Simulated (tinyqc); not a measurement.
# Stability and critical current from long pulses

Problem. For long pulses a magnetic tunnel junction switches at I = Ic0 [1 - ln(tp/t0)/Delta]. Find Ic0 and Delta.

Parameters, values chosen for the exercise: attempt time t0 = 1 ns.

switching current for pulses of 0.0001 and 1 s (uA): [27.420310, 18.566179]

Answer. I is linear in ln tp: it equals Ic0 at tp = t0, and the slope is -Ic0/Delta.

Ic0 = 38.49 uA
Delta = 40.04

Numbers from tinyqc (`OMP_NUM_THREADS=1 python tinyqc.py 2450017 2450018 out.jsonl`; about 0.01 s on one thread of a shared Intel Xeon 2.30GHz).
